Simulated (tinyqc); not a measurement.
Inside a calculation. Method: tight binding, honeycomb lattice. One step of it, computed by the program tinyqc.

Question. Levels at k. Diagonalise the Hermitian matrix.

H(k) at k (eV):
```
                     A                    B
A            -1.255955  -4.721697-0.288470i
B  -4.721697+0.288470i            -1.255955
```

Give: eigenvalues; weights |c|^2 of the basis functions.

Answer.

eigenvalues (eV): -5.986  3.475

weights |c|^2 of the basis functions:
```
   band 1  band 2
A   0.500   0.500
B   0.500   0.500
```
